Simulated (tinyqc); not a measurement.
Transistor under a ferroelectric capacitor (negative capacitance), static model: one step of the calculation.

A ferroelectric film of thickness tf lies between the gate and an inner metal at potential v, which drives an ordinary transistor. One domain, P = Q (background permittivity neglected): Vg = v + tf (2 al Q + 4 be Q^3), al = -3 sqrt(3) Ec/(4 Pr), be = 3 sqrt(3) Ec/(8 Pr^3). Gate charge Q(v) = Qi + Cp v with the channel charge Qi = Cox n Vt ln(1 + exp((v - VT)/(n Vt))). Q in uC/cm^2, E in kV/cm; 1 nm times 1 kV/cm is 1e-4 V. Domains, leakage and the switching time are left out.

Task. Gate voltage against inner potential. Q(v) and Vg(v) as above. C = dQ/dv = Cox/(1 + exp(-(v - VT)/(n Vt))) + Cp; dVg/dv = 1 + C tf (2 al + 12 be Q^2); gain = dv/dVg.

Inputs (values chosen for the exercise); Pr and Ec close to those of hafnium oxide based films:
```
symbol,value,unit,meaning
T,300,K,temperature
Cox,3.9,uF/cm^2,capacitance of the inner oxide
Cp,0.78,uF/cm^2,overlap capacitance per gate area
VT,0.31,V,threshold of the inner transistor
n,1.32,,subthreshold factor of the inner transistor
tf,5.1,nm,ferroelectric thickness
```

Constants: q = 1.602176634e-19 C, kB = 1.380649e-23 J/K, Vt = kB T/q. Results are converted to the units shown.

v, point 0 to 8 (V): [0, 0.125, 0.25, 0.375, 0.5, 0.625, 0.75, 0.875, 1]
al = -94.475499 kV cm/uC
be = 0.39039462 kV cm^5/uC^3

Find: Q; C; Vg; dVg/dv.

Result.

```
point  Q (uC/cm^2)  C (uF/cm^2)   Vg (V)   dVg/dv
0           0.0000      0.78044  0.00000  0.92479
1           0.0981      0.79717  0.11555  0.92320
2           0.2162       1.3533  0.22918  0.86974
3           0.5645       4.1747  0.32075  0.60088
4           1.1315       4.6652  0.39212  0.56471
5           1.7160       4.6796  0.46366  0.58197
6           2.3010       4.6800  0.53797  0.60821
7           2.8860       4.6800  0.61603  0.64214
8           3.4710       4.6800  0.69882  0.68373
```

dVg/dv is positive at all listed points; its smallest value, 0.565, means a gain of 1.77. Minimising dVg/dv over v puts the thickness at which the fold first appears at 11.7 nm.

Program tinyqc, `OMP_NUM_THREADS=1 python tinyqc.py 2860029 2860030 out.jsonl`; Intel Xeon 2.30GHz, shared host, one thread, about 0.02 s.
